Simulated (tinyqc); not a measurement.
Inside a calculation. Method: tight binding, dimerised chain. One step of it, computed by the program tinyqc.

Question. Bloch Hamiltonian at k. H_AA = +delta, H_BB = -delta, H_AB = -t1 - t2 exp(-i k a).

Parameters chosen for this model:
```
parameter     value                      unit
t1         1.030000       eV, inside the cell
t2         1.510000         eV, between cells
delta             0  eV, +/- on the two sites
```

k point k (2 pi / a): [0.490000]

Give: H(k) at k.

Answer.

H(k) at k (eV), order A, B:
```
[[0.0000, 0.4770+0.0948i],
 [0.4770-0.0948i, 0.0000]]
```
